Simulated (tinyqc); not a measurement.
Inside a calculation. Model: internal photoemission over an interface barrier.

tinyqc, about 0.01 s, one thread, Intel Xeon 2.30GHz (shared host): `OMP_NUM_THREADS=1 python tinyqc.py 2410034 2410035 out.jsonl` Printed values are rounded.

Electrons are excited from a metal over the barrier Phi(F) = P0 - sqrt(q F/(4 pi eps0 ei)), whose top lies at xm = sqrt(q/(16 pi eps0 ei F)). The yield is Y = A (hv - Phi)^p exp(-xm/l), with A = 1 here.

Parameters, values chosen for the exercise; dielectric values close to those of silicon dioxide: barrier at zero field P0 = 2.98 eV; image-force permittivity ei = 2.12; scattering length in the image well l = 3.6 nm; field in the dielectric F = 0.7 MV/cm.

Constants: q = 1.602176634e-19 C, h = 6.62607015e-34 J s, c = 299792458 m/s, eps0 = 8.8541878128e-14 F/cm where lengths are in cm. Results are converted to the units shown.

## Barrier in the field

Lowering P0 - Phi, barrier, position of its top, scattering factor and threshold wavelength.

lowering = 218.0505 meV
Phi = 2.761950 eV
xm = 1.557503 nm
exp(-xm/l) = 0.6487942
threshold wavelength h c/(q Phi) = 448.9010 nm

## Threshold from a spectrum

| point | hv (eV) | Y |
|---|---|---|
| 0 | 2.91 | 0.01422 |
| 1 | 3.04 | 0.05016 |
| 2 | 3.17 | 0.108 |
| 3 | 3.3 | 0.1878 |
| 4 | 3.43 | 0.2896 |
| 5 | 3.56 | 0.4132 |

The yields were made at this field. Fit Y^(1/n) on hv by least squares for n = 2 and n = 3; the zero of the line is the threshold.

| point | Y^(1/2) | Y^(1/3) |
|---|---|---|
| 0 | 0.1192476 | 0.2422701 |
| 1 | 0.2239643 | 0.3687957 |
| 2 | 0.3286335 | 0.4762203 |
| 3 | 0.4333590 | 0.5726622 |
| 4 | 0.5381450 | 0.6616061 |
| 5 | 0.6428063 | 0.7448236 |

threshold for n = 2 = 2.761974 eV
threshold for n = 3 = 2.568264 eV

The right exponent, 2, gives 2.762 eV against Phi = 2.762 eV; the wrong one is off by -194 meV.
